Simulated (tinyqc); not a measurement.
RKS/PBE in the sto-3g basis, for BeH2, spin multiplicity 1, step by step (part 2 of 2). Computed by tinyqc, a small Python program that keeps every step (integrals from PySCF). Command: `OMP_NUM_THREADS=1 python tinyqc.py 29178 29179 out.jsonl` (the two numbers bound the seeds that draw the settings). One thread of a shared host (Intel(R) Xeon(R) Processor @ 2.60GHz), about 0.7 s of CPU time with the checks.

Geometry (angstrom):

| atom | x | y | z |
|---|---|---|---|
| Be | 0.000000 | 0.000000 | 0.000000 |
| H | 0.000000 | 1.377000 | 0.000000 |
| H | 0.000000 | -1.377000 | 0.000000 |

## Iteration 2: diagonalisation and new density

Kohn-Sham matrix F (hartree):
```
            1Be 1s     1Be 2s   1Be 2px    1Be 2py   1Be 2pz      2H 1s      3H 1s
1Be 1s   -3.732237  -1.098344  0.000000   0.000000  0.000000  -0.278759  -0.278759
1Be 2s   -1.098344  -0.500008  0.000000   0.000000  0.000000  -0.261799  -0.261799
1Be 2px   0.000000   0.000000  0.008267   0.000000  0.000000   0.000000   0.000000
1Be 2py   0.000000   0.000000  0.000000  -0.115616  0.000000  -0.196051   0.196051
1Be 2pz   0.000000   0.000000  0.000000   0.000000  0.008267   0.000000   0.000000
2H 1s    -0.278759  -0.261799  0.000000  -0.196051  0.000000  -0.173965  -0.036660
3H 1s    -0.278759  -0.261799  0.000000   0.196051  0.000000  -0.036660  -0.173965
```

X:
```
            1Be 1s     1Be 2s   1Be 2px    1Be 2py   1Be 2pz      2H 1s      3H 1s
1Be 1s    1.028462  -0.153147  0.000000   0.000000  0.000000   0.018906   0.018906
1Be 2s   -0.153147   1.241257  0.000000   0.000000  0.000000  -0.299766  -0.299766
1Be 2px   0.000000   0.000000  1.000000   0.000000  0.000000   0.000000   0.000000
1Be 2py   0.000000   0.000000  0.000000   1.357509  0.000000  -0.428560   0.428560
1Be 2pz   0.000000   0.000000  0.000000   0.000000  1.000000   0.000000   0.000000
2H 1s     0.018906  -0.299766  0.000000  -0.428560  0.000000   1.285249  -0.097443
3H 1s     0.018906  -0.299766  0.000000   0.428560  0.000000  -0.097443   1.285249
```

Diagonalise F' = X^T F X, C = X C', fill 3 alpha and 3 beta electrons from the bottom; D = 2 C_occ C_occ^T. Each column has its largest component positive (the first on a tie).

F' = X^T F X (hartree):
```
           1          2         3          4         5          6          7
1  -3.632250  -0.605435  0.000000   0.000000  0.000000  -0.048600  -0.048600
2  -0.605435  -0.139725  0.000000   0.000000  0.000000  -0.183519  -0.183519
3   0.000000   0.000000  0.008267   0.000000  0.000000   0.000000   0.000000
4   0.000000   0.000000  0.000000   0.192734  0.000000  -0.291382   0.291382
5   0.000000   0.000000  0.000000   0.000000  0.008267   0.000000   0.000000
6  -0.048600  -0.183519  0.000000  -0.291382  0.000000   0.071375  -0.088345
7  -0.048600  -0.183519  0.000000   0.291382  0.000000  -0.088345   0.071375
```

orbital energies (hartree): MO1 -3.737544, MO2 -0.270403, MO3 -0.236180, MO4 0.008267, MO5 0.008267, MO6 0.219002, MO7 0.588634

coefficients C:
```
               MO1        MO2        MO3       MO4        MO5        MO6        MO7
1Be 1s    0.988459  -0.236492   0.000000  0.000000   0.000000  -0.221188   0.000000
1Be 2s    0.044908   0.611591   0.000000  0.000000   0.000000   1.169544   0.000000
1Be 2px   0.000000   0.000000   0.000000  0.001320   0.999999   0.000000   0.000000
1Be 2py   0.000000   0.000000   0.503444  0.000000   0.000000   0.000000   1.398822
1Be 2pz   0.000000   0.000000   0.000000  0.999999  -0.001320   0.000000   0.000000
2H 1s    -0.006594   0.363132   0.408135  0.000000   0.000000  -0.814709  -0.986411
3H 1s    -0.006594   0.363132  -0.408135  0.000000   0.000000  -0.814709   0.986411
```

D after iteration 2:
```
            1Be 1s     1Be 2s   1Be 2px    1Be 2py   1Be 2pz      2H 1s      3H 1s
1Be 1s    2.065958  -0.200493  0.000000   0.000000  0.000000  -0.184791  -0.184791
1Be 2s   -0.200493   0.752119  0.000000   0.000000  0.000000   0.443584   0.443584
1Be 2px   0.000000   0.000000  0.000000   0.000000  0.000000   0.000000   0.000000
1Be 2py   0.000000   0.000000  0.000000   0.506912  0.000000   0.410947  -0.410947
1Be 2pz   0.000000   0.000000  0.000000   0.000000  0.000000   0.000000   0.000000
2H 1s    -0.184791   0.443584  0.000000   0.410947  0.000000   0.596965  -0.069333
3H 1s    -0.184791   0.443584  0.000000  -0.410947  0.000000  -0.069333   0.596965
```

Within a degenerate level the vectors are fixed only up to a rotation; this is one choice.

## Iteration 6 (converged): orbitals

converged F (hartree):
```
            1Be 1s     1Be 2s   1Be 2px    1Be 2py   1Be 2pz      2H 1s      3H 1s
1Be 1s   -3.711556  -1.094117  0.000000   0.000000  0.000000  -0.277759  -0.277759
1Be 2s   -1.094117  -0.495684  0.000000   0.000000  0.000000  -0.262324  -0.262324
1Be 2px   0.000000   0.000000  0.013936   0.000000  0.000000   0.000000   0.000000
1Be 2py   0.000000   0.000000  0.000000  -0.113966  0.000000  -0.198152   0.198152
1Be 2pz   0.000000   0.000000  0.000000   0.000000  0.013936   0.000000   0.000000
2H 1s    -0.277759  -0.262324  0.000000  -0.198152  0.000000  -0.182805  -0.036546
3H 1s    -0.277759  -0.262324  0.000000   0.198152  0.000000  -0.036546  -0.182805
```

As before.

F' = X^T F X (hartree):
```
           1          2         3          4         5          6          7
1  -3.611528  -0.604615  0.000000   0.000000  0.000000  -0.048186  -0.048186
2  -0.604615  -0.134787  0.000000   0.000000  0.000000  -0.182851  -0.182851
3   0.000000   0.000000  0.013936   0.000000  0.000000   0.000000   0.000000
4   0.000000   0.000000  0.000000   0.197374  0.000000  -0.291751   0.291751
5   0.000000   0.000000  0.000000   0.000000  0.013936   0.000000   0.000000
6  -0.048186  -0.182851  0.000000  -0.291751  0.000000   0.060220  -0.087966
7  -0.048186  -0.182851  0.000000   0.291751  0.000000  -0.087966   0.060220
```

orbital energies (hartree): MO1 -3.716981, MO2 -0.272091, MO3 -0.240550, MO4 0.013936, MO5 0.013936, MO6 0.215011, MO7 0.586111

coefficients C:
```
               MO1        MO2        MO3       MO4        MO5        MO6        MO7
1Be 1s    0.988297  -0.233285   0.000000  0.000000   0.000000  -0.225278   0.000000
1Be 2s    0.045493   0.592523   0.000000  0.000000   0.000000   1.179296   0.000000
1Be 2px   0.000000   0.000000   0.000000  0.999939  -0.011023   0.000000   0.000000
1Be 2py   0.000000   0.000000   0.489783  0.000000   0.000000   0.000000   1.403664
1Be 2pz   0.000000   0.000000   0.000000  0.011023   0.999939   0.000000   0.000000
2H 1s    -0.006669   0.376300   0.417733  0.000000   0.000000  -0.808710  -0.982385
3H 1s    -0.006669   0.376300  -0.417733  0.000000   0.000000  -0.808710   0.982385
```

D after iteration 6:
```
            1Be 1s     1Be 2s   1Be 2px    1Be 2py   1Be 2pz      2H 1s      3H 1s
1Be 1s    2.062306  -0.186532  0.000000   0.000000  0.000000  -0.188752  -0.188752
1Be 2s   -0.186532   0.706307  0.000000   0.000000  0.000000   0.445326   0.445326
1Be 2px   0.000000   0.000000  0.000000   0.000000  0.000000   0.000000   0.000000
1Be 2py   0.000000   0.000000  0.000000   0.479775  0.000000   0.409197  -0.409197
1Be 2pz   0.000000   0.000000  0.000000   0.000000  0.000000   0.000000   0.000000
2H 1s    -0.188752   0.445326  0.000000   0.409197  0.000000   0.632294  -0.065709
3H 1s    -0.188752   0.445326  0.000000  -0.409197  0.000000  -0.065709   0.632294
```

Within a degenerate level the vectors are fixed only up to a rotation; this is one choice.

## Convergence

Stop when the energy changes by less than 1e-09 hartree and every element of the error matrix X^T (F D S - S D F) X is below 9e-06.

Course of the cycle:

| iteration | E (hartree) | change | largest element of the error matrix |
|---|---|---|---|
| 1 | -15.69550703 | - | 1.12e-01 |
| 2 | -15.70753920 | -1.20e-02 | 2.91e-02 |
| 3 | -15.70859908 | -1.06e-03 | 1.84e-02 |
| 4 | -15.70901075 | -4.12e-04 | 1.14e-02 |
| 5 | -15.70926988 | -2.59e-04 | 1.36e-05 |
| 6 | -15.70926988 | -3.13e-10 | 1.83e-07 |

PySCF RKS in the same basis, fine grid = -15.64946151 hartree

Converged in 6 iterations. The coarse grid moves the energy by -5.98e-02 hartree.

## Populations, bond orders and dipole

overlap S:
```
           1Be 1s    1Be 2s   1Be 2px    1Be 2py   1Be 2pz     2H 1s      3H 1s
1Be 1s   1.000000  0.259517  0.000000   0.000000  0.000000  0.064042   0.064042
1Be 2s   0.259517  1.000000  0.000000   0.000000  0.000000  0.445077   0.445077
1Be 2px  0.000000  0.000000  1.000000   0.000000  0.000000  0.000000   0.000000
1Be 2py  0.000000  0.000000  0.000000   1.000000  0.000000  0.515251  -0.515251
1Be 2pz  0.000000  0.000000  0.000000   0.000000  1.000000  0.000000   0.000000
2H 1s    0.064042  0.445077  0.000000   0.515251  0.000000  1.000000   0.030276
3H 1s    0.064042  0.445077  0.000000  -0.515251  0.000000  0.030276   1.000000
```

Mulliken: Z minus the diagonal of D S on the atom; Loewdin: the same with S^(1/2) D S^(1/2); Mayer order: 2 sum_s sum (D(s) S)_ij (D(s) S)_ji over the two atoms.

Charges (e):

| atom | Mulliken | Loewdin |
|---|---|---|
| 1Be | 0.054519 | 0.043507 |
| 2H | -0.027260 | -0.021753 |
| 3H | -0.027260 | -0.021753 |

Mayer bond orders:

| pair | order |
|---|---|
| 2-1 | 0.994175 |
| 3-1 | 0.994175 |
| 3-2 | 0.005082 |

dipole moment about the origin, x y z (debye): 0.000000  0.000000  0.000000
